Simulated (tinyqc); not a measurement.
Equilibrium and kinetic segregation of a solute to boundaries and growing surfaces. Changing the temperature T. Computed by tinyqc, a small Python program. Command: `OMP_NUM_THREADS=1 python tinyqc.py 3000378 3000379 out.jsonl segreg sweep`. One thread of a shared host (Intel(R) Xeon(R) Processor @ 2.30GHz), about 0.01 s of CPU time with the checks.

Inputs (values chosen for the exercise, for a model alloy):
```
quantity                              value        unit
segregation energy Q                  0.418          eV
interaction z w (positive attracts)   -0.11          eV
total solute fraction x0             0.0027           -
grain size d                            670          nm
boundary thickness delta               0.58          nm
atomic volume Omega                    18.1  angstrom^3
clean boundary energy gamma_0           0.8       J/m^2
mixing                                  0.5           -
```

Isotherm: Fowler-Guggenheim.

Constants: k_B = 8.617333262e-05 eV/K; 1 eV/angstrom^2 = 16.02176634 J/m^2.

Method:
- With theta the solute fraction on boundary sites and x that in the grains, theta/(1 - theta) = [x/(1 - x)] exp[(Q + z w theta)/(k_B T)].
- The coverage theta_inf is that for x = x0. Start at theta = 0; theta(new) = theta + mixing (theta(out) - theta); stop below 1e-10, 80 steps at most.
- Finite grains: boundary sites are the fraction f = 3 delta/d, and x0 = (1 - f) x + f theta; solve both equations for theta; share at boundaries = f theta/x0.
- Gibbs adsorption for this isotherm in a dilute matrix: gamma = gamma_0 + Gam_0 [k_B T ln(1 - theta) + z w theta^2/2], Gam_0 = delta/Omega sites per area.

One run for each value; columns: (1) temperature T (K); (2) coverage theta; (3) fraction x left in the grains; (4) share of solute at boundaries (%); (5) coverage theta_inf; (6) boundary energy gamma (J/m^2):
```
(1)       (2)        (3)     (4)      (5)      (6)
600   0.55609  0.0012591  53.488  0.67586  0.49710
678   0.45398  0.0015250  43.667  0.55109  0.56030
756   0.36648  0.0017528  35.250  0.44047  0.60940
833   0.29482  0.0019394  28.358  0.34900  0.64673
911   0.23616  0.0020921  22.716  0.27451  0.67567
989   0.18977  0.0022129  18.253  0.21644  0.69776
1070  0.15233  0.0023104  14.652  0.17053  0.71521
1140  0.12706  0.0023762  12.222  0.14018  0.72690
1220  0.10446  0.0024351  10.047  0.11358  0.73737
1300  0.08699  0.0024805   8.367  0.09345  0.74552
```

What does the table show, and why?

Over the rows, coverage theta falls from 0.556 to 0.0870 (exponent d ln y / d ln x -1.7 between the first rows and -2.9 between the last); fraction x left in the grains rises from 0.00126 to 0.00248 (exponent d ln y / d ln x 1.6 between the first rows and 0.29 between the last); share of solute at boundaries (%) falls from 53.5 to 8.37 (exponent d ln y / d ln x -1.7 between the first rows and -2.9 between the last). -k_B d ln(x)/d(1/T) between the first rows is 0.086 eV against Q = 0.418 eV: the boundaries give solute back to the grains on heating.
